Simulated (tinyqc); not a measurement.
## Deformation potential from the mobility gain

Problem. Tension X along [100] raises the x valleys by D = Xu (s11 - s12) X against the y and z valleys. Their share is f = w/(w + 2), w = exp(-D/Vt), and for current along [100] mu/mu0 = [f/ml + (1 - f)/mt]/[(1/ml + 2/mt)/3]. Find f, D and Xu.

Inputs (values chosen for the exercise); values close to those of silicon:
```
symbol,value,unit,meaning
T,293,K,temperature
s11,7.53,1/TPa,compliance
s12,-2.19,1/TPa,compliance
ml,0.915,m0,longitudinal mass
mt,0.197,m0,transverse mass
```

Constants: q = 1.602176634e-19 C, kB = 1.380649e-23 J/K, Vt = kB T/q. Results are converted to the units shown.

mu/mu0 = 1.09408114
X = 130 MPa

Solution. The gain is linear in f; w = 2 f/(1 - f).

f = 0.2448
D = 10.94 meV
Xu = 8.660 eV

Numbers from tinyqc (`OMP_NUM_THREADS=1 python tinyqc.py 2530095 2530096 out.jsonl`; about 0.01 s on one thread of a shared Intel Xeon 2.30GHz).
